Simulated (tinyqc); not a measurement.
Mass from the capacitance plateau.

Question. Once one two-dimensional band is degenerate, Cq = q gv md m0 q/(pi hbar^2) and 1/C_G = 1/Cox + 1/Cq (no traps). Find Cq, md and the oxide-equivalent thickness 3.9 eps0/Cq that it adds.

Parameters, values chosen for the exercise: valley degeneracy gv = 2.

Constants: q = 1.602176634e-19 C, hbar = 1.054571817e-34 J s, m0 = 9.1093837015e-31 kg, eps0 = 8.8541878128e-14 F/cm where lengths are in cm. Results are converted to the units shown.

C_G on the plateau = 0.59801307 uF/cm^2
Cox = 0.60581285 uF/cm^2

Answer. Removing Cox from the series leaves Cq, which is proportional to gv md.

Cq = 46.4 uF/cm^2
md = 0.347 m0
added thickness = 0.0743 nm

Numbers from tinyqc (`OMP_NUM_THREADS=1 python tinyqc.py 2200039 2200040 out.jsonl`; about 0.01 s on one thread of a shared Intel Xeon 2.30GHz).
